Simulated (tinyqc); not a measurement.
Via and link resistance from two via chains.

Inverse problem. A chain of 5000 vias joined by 5000 metal links has R = 5000 (Rv + Rlink), with Rlink proportional to the link length. Find Rv, Rlink for length L, and the value of Rv that the short chain would give if the links were ignored.

resistance of chains of 5000 links with link lengths L and 3 L (ohm): 52000  66000

Answer. R per link is a straight line in the link length; its intercept at zero length is Rv.

Rv = 9.000 ohm
Rlink = 1.400 ohm
Rv without correction = 10.40 ohm

Program tinyqc, `OMP_NUM_THREADS=1 python tinyqc.py 2750144 2750145 out.jsonl`; Intel Xeon 2.30GHz, shared host, one thread, about 0.01 s.
